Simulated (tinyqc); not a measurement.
Worked calculation: defect equilibria of an oxide against oxygen pressure (mass action). Computed by tinyqc, a small Python program that keeps every step. Command: `OMP_NUM_THREADS=1 python tinyqc.py 3015547 3015548 out.jsonl brouwer walk`. One thread of a shared host (Intel(R) Xeon(R) Processor @ 2.30GHz), about 0.01 s of CPU time with the checks. Intermediate numbers are printed to about 5 digits and carried at full precision; extremes and crossings named in words are read from the listed rows.

Defects: oxygen vacancies V (charge +2), electrons n, holes p, the ionic partner X = V_M'' (charge -2), and the dopant. Activities are taken equal to concentrations.

Inputs (values chosen for the exercise, for a model oxide):
```
quantity                           value             unit
reduction enthalpy H_r              3.85               eV
prefactor K_r0                   2.9e+70  cm^-9 atm^(1/2)
gap E_g                             2.52               eV
prefactor N_c N_v                  6e+42            cm^-6
disorder enthalpy H_s               2.45               eV
prefactor K_s0                   2.1e+44            cm^-6
dopant density N_d               7.6e+19            cm^-3
temperature T                        700                K
oxygen pressure P                  7e-13              atm
electron mobility mu_n              0.74       cm^2/(V s)
hole mobility mu_p                  0.49       cm^2/(V s)
vacancy diffusion prefactor D_0    0.006           cm^2/s
vacancy migration energy E_m        0.64               eV
```

Ionic disorder: Schottky, oxide MO. Dopant (singly charged, fully ionised): acceptor.

Constants: k_B = 8.617333262e-05 eV/K; e = 1.602176634e-19 C.

## Equilibrium constants

K_r = K_r0 exp(-H_r/k_B T) = [V] n^2 P^(1/2); K_i = N_c N_v exp(-E_g/k_B T) = n p; K_s = K_s0 exp(-H_s/k_B T) = [X] [V].

K_r = 5.5414e+42 cm^-9 atm^(1/2)

K_i = 4.3147e+24 cm^-6

K_s = 4.8194e+26 cm^-6

## Trial electron densities

Neutrality: 2 [V] + p = n + 2 [X] + N_d. With n as the unknown, [V] = K_r/(n^2 P^(1/2)), p = K_i/n, [X] = K_s/[V]; the log ratio is ln(positive/negative).

Densities (cm^-3):
```
n                [V]           p         [X]  log ratio
1.00e+13  6.6232e+22  4.3147e+11  7.2766e+03      7.463
1.00e+14  6.6232e+20  4.3147e+10  7.2766e+05      2.858
1.00e+15  6.6232e+18  4.3147e+09  7.2766e+07     -1.747
1.00e+16  6.6232e+16  4.3147e+08  7.2766e+09     -6.352
1.00e+17  6.6232e+14  4.3147e+07  7.2766e+11    -10.959
```

## Solution at the given pressure

The root is found by 60 bisections in ln n between n = 1e-10 and 1e25 cm^-3.

n = 4.1749e+14 cm^-3

[V] = 3.8000e+19 cm^-3

p = 1.0335e+10 cm^-3

[X] = 1.2683e+07 cm^-3

The largest terms give the Brouwer balance 2 [V] = N_d; the smaller of the two terms is 100 % of the total charge of one sign.

## Conductivities

sigma_n = e n mu_n, sigma_p = e p mu_p, sigma_ion = 2 e [V] mu_V with mu_V = 2 e D/(k_B T) and D = D_0 exp(-E_m/k_B T); only the oxygen vacancies carry ionic current, and the ionic transport number is sigma_ion over the total.

sigma_n = 4.9498e-05 S/cm

sigma_p = 8.1136e-10 S/cm

sigma_ion = 5.9764e-05 S/cm

total conductivity = 1.0926e-04 S/cm

ionic transport number = 0.54698

The conductor is mainly ionic here.

## Brouwer diagram

The slope is d log n / d log P from this row and the one above; the last column names the largest term on each side. Pressures that give more than 3e21 cm^-3 are left out.

Log10 of the densities in cm^-3:
```
log10 P (atm)       n     [V]       p     [X]  slope of n      balance
-32            19.506  19.733   5.129  6.9505           -  2 [V] = N_d
-28            18.572  19.601   6.063  7.0824    -0.23351  2 [V] = N_d
-24            17.581  19.582   7.054  7.1010    -0.24767  2 [V] = N_d
-20            16.582  19.580   8.053  7.1030    -0.24976  2 [V] = N_d
-16            15.582  19.580   9.053  7.1032    -0.24998  2 [V] = N_d
-12            14.582  19.580  10.053  7.1032    -0.25000  2 [V] = N_d
-8             13.582  19.580  11.053  7.1032    -0.25000  2 [V] = N_d
-4             12.582  19.580  12.053  7.1032    -0.25000  2 [V] = N_d
0              11.582  19.580  13.053  7.1032    -0.25000  2 [V] = N_d
```

Regimes: 2 [V] = N_d from log P = -32 to 0, where that balance predicts a slope of -1/4 and the table comes as close as -0.250.

## Conductivity against oxygen pressure

The formulas are those given above.

Log10 of the conductivities in S/cm:
```
log10 P (atm)   n-type   p-type    ionic    total  ionic transport number
-28            -0.3545  -13.042  -4.2028  -0.3545                 0.00014
-24            -1.3452  -12.051  -4.2214  -1.3446                 0.00133
-20            -2.3442  -11.052  -4.2233  -2.3386                 0.01304
-16            -3.3442  -10.052  -4.2235  -3.2903                 0.11662
-12            -4.3441   -9.052  -4.2236  -3.9786                 0.56896
-8             -5.3441   -8.052  -4.2236  -4.1918                 0.92945
-4             -6.3441   -7.052  -4.2236  -4.2196                 0.99102
0              -7.3441   -6.052  -4.2236  -4.2168                 0.98464
```

The ionic transport number exceeds 0.9 in the rows log P = -8, -4, 0: the electrolytic window. The total is lowest at log P = -4, between the n-type and the p-type branch, on the plateau of the ionic part.

Checks made by the program: the three mass-action laws (relative difference below 1e-10).
